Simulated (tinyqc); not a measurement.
From results back to parameters: Lorentz oscillators and the Kramers-Kronig relations. Four cases, with inputs chosen for the exercise.

Problem. At normal incidence from vacuum the amplitude r = (1 - N)/(1 + N) with N = n + i k is written r = -sqrt(R) exp(i theta). R and the phase theta are given.

Case 1.

R = 0.432244
theta = 1.197029 rad

Case 2.

R = 0.407486
theta = 2.339339 rad

Case 3.

R = 0.208568
theta = 0.042321 rad

Case 4.

R = 0.831693
theta = 1.006156 rad

Find: n; k; eps1; eps2.

Solution. N = (1 - r)/(1 + r) = (1 + sqrt(R) exp(i theta))/(1 - sqrt(R) exp(i theta)); eps = N^2.

Case 1.

n = 0.596
k = 1.286
eps1 = -1.30
eps2 = 1.53

Case 2.

n = 0.258
k = 0.400
eps1 = -0.09
eps2 = 0.21

Case 3.

n = 2.674
k = 0.131
eps1 = 7.13
eps2 = 0.70

Case 4.

n = 0.197
k = 1.801
eps1 = -3.20
eps2 = 0.71

Computed by tinyqc, one run a case: `OMP_NUM_THREADS=1 python tinyqc.py N N+1 out.jsonl` with N = 1651313, 1651336, 1651347, 1651422; one thread of a shared Intel(R) Xeon(R) Processor @ 2.30GHz, about 0.2 s a run at most.
